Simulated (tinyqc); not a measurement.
Pariser-Parr-Pople SCF with singles CI, for the molecule C=CC(=C)C=CO (SMILES; centres numbered as the heavy atoms are written), step by step. One step of it, computed by the program tinyqc.

Problem. Iteration 3: orbitals and new P. Diagonalise F (the basis is taken as orthonormal) and form P = 2 sum c c over the lowest orbitals; 0.3 of the old P is kept.

F (eV), order 1C, 2C, 3C, 4C, 5C, 6C, 7O:
$$\begin{pmatrix}
-5.359647 & -5.950139 & 0.003736 & 0.606303 & 0.263075 & 0.017058 & -0.052337 \\
-5.950139 & -5.094866 & -3.739991 & -0.067548 & -0.024608 & 0.086810 & -0.016674 \\
0.003736 & -3.739991 & -4.762253 & -5.555126 & -4.016168 & -0.039662 & 0.125678 \\
0.606303 & -0.067548 & -5.555126 & -5.289437 & 0.268789 & 0.809056 & -0.352787 \\
0.263075 & -0.024608 & -4.016168 & 0.268789 & -5.739675 & -5.480304 & 0.916906 \\
0.017058 & 0.086810 & -0.039662 & 0.809056 & -5.480304 & -6.131242 & -4.239089 \\
-0.052337 & -0.016674 & 0.125678 & -0.352787 & 0.916906 & -4.239089 & -12.856782
\end{pmatrix}$$

pi electrons, sum of z_r less the charge = 8

P after iteration 2, order 1C, 2C, 3C, 4C, 5C, 6C, 7O:
$$\begin{pmatrix}
1.036571 & 0.934633 & -0.001426 & -0.330363 & -0.112694 & -0.010412 & 0.037250 \\
0.934633 & 0.973304 & 0.349407 & 0.025779 & 0.009391 & -0.047301 & 0.011414 \\
-0.001426 & 0.349407 & 0.960450 & 0.830005 & 0.422562 & 0.015141 & -0.066458 \\
-0.330363 & 0.025779 & 0.830005 & 1.111568 & -0.102598 & -0.346625 & 0.210258 \\
-0.112694 & 0.009391 & 0.422562 & -0.102598 & 1.140869 & 0.810366 & -0.328623 \\
-0.010412 & -0.047301 & 0.015141 & -0.346625 & 0.810366 & 0.998906 & 0.452414 \\
0.037250 & 0.011414 & -0.066458 & 0.210258 & -0.328623 & 0.452414 & 1.778333
\end{pmatrix}$$

Give: orbital energies; P after iteration 3.

Solution.

orbital energies (eV): [-15.3724, -13.5001, -10.8377, -9.1600, -0.7812, 0.7989, 3.6185]

P after iteration 3, order 1C, 2C, 3C, 4C, 5C, 6C, 7O:
$$\begin{pmatrix}
1.0287 & 0.9394 & -0.0007 & -0.3248 & -0.0987 & -0.0091 & 0.0248 \\
0.9394 & 0.9790 & 0.3377 & 0.0220 & 0.0052 & -0.0450 & 0.0132 \\
-0.0007 & 0.3377 & 0.9651 & 0.8483 & 0.4006 & 0.0159 & -0.0513 \\
-0.3248 & 0.0220 & 0.8483 & 1.0854 & -0.0825 & -0.3482 & 0.1844 \\
-0.0987 & 0.0052 & 0.4006 & -0.0825 & 1.1264 & 0.8368 & -0.3190 \\
-0.0091 & -0.0450 & 0.0159 & -0.3482 & 0.8368 & 0.9913 & 0.4127 \\
0.0248 & 0.0132 & -0.0513 & 0.1844 & -0.3190 & 0.4127 & 1.8240
\end{pmatrix}$$
